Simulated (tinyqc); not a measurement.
Peak against initial coverage: adsorption as a lattice gas: isotherms with interactions, competition, desorption peaks and saturation dose. Computed by tinyqc, a small Python program. Command: `OMP_NUM_THREADS=1 python tinyqc.py 3025696 3025697 out.jsonl adsorb walk`. One thread of a shared host (Intel(R) Xeon(R) Processor @ 2.30GHz), about 0.2 s of CPU time with the checks.

One adsorbate per site; a molecule needs 1 empty site. Gas and surface have the same temperature.

Inputs (values chosen for the exercise, for a model surface):
```
quantity                           value  unit
desorption energy E                 1.36    eV
prefactor nu                     1.5e+13   1/s
pair energy w (positive repels)   0.0073    eV
neighbours z                           3     -
heating rate beta                    1.5   K/s
```

Adsorption: molecular (first order).

Constants: k_B = 8.617333262e-05 eV/K.

Method. Heating at the rate beta: d theta/dT = -(nu/beta) theta^1 exp(-[E - z w theta]/(k_B T)). Integrated numerically (relative tolerance 1e-9); T_p is the maximum of the rate.

Peak temperatures (K):
```
theta_0   w = 0  with w
0.1      483.67  483.09
0.3      483.67  481.93
0.5      483.67  480.76
0.7      483.67  479.59
0.9      483.67  478.41
```

Without interaction the peak does not move; with w it moves by -4.7 K, so repulsion in first order mimics second-order kinetics.

Extremes, crossings and ranges named in words are read from the listed rows.
